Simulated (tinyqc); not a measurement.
Time-dependent dielectric breakdown: cell percolation, Weibull statistics, area scaling and voltage extrapolation: one step, computed by the program tinyqc. Command: `OMP_NUM_THREADS=1 python tinyqc.py 3003066 3003067 out.jsonl tddb walk`. One thread of a shared host (Intel(R) Xeon(R) Processor @ 2.30GHz), about 0.01 s of CPU time with the checks.

The oxide is divided into columns of area a^2, each holding m = t_ox/a cells (m is taken as continuous). A share lambda(t) = (t/t_1)^alpha of the cells is defective, and a column whose cells are all defective breaks down.

Problem. A sample of breakdown times. Each device fails at t = t63 (-ln(1 - u))^(1/beta). Sort the times; median rank F_i = (i - 0.3)/(n_s + 0.4) for n_s devices; W = ln(-ln(1 - F_i)).

characteristic life t63 = 1280.347 s

uniform random numbers u: [0.3544, 0.0838, 0.3501, 0.9000, 0.7588, 0.1044, 0.1597, 0.4813, 0.5069, 0.3073]

Weibull slope beta = 2.076923

Give: Weibull plot.

Solution.

Weibull plot:
```
i   t (s)     F_i   ln t       W
1     396  0.0673  5.982  -2.664
2     443  0.1635  6.093  -1.723
3     552  0.2596  6.313  -1.202
4     790  0.3558  6.672  -0.822
5     854  0.4519  6.750  -0.509
6     860  0.5481  6.757  -0.230
7    1045  0.6442  6.952   0.033
8    1084  0.7404  6.988   0.299
9    1517  0.8365  7.324   0.594
10   1913  0.9327  7.556   0.993
```

Caution: t_1 is an input here; in a real oxide it changes with thickness at fixed voltage.
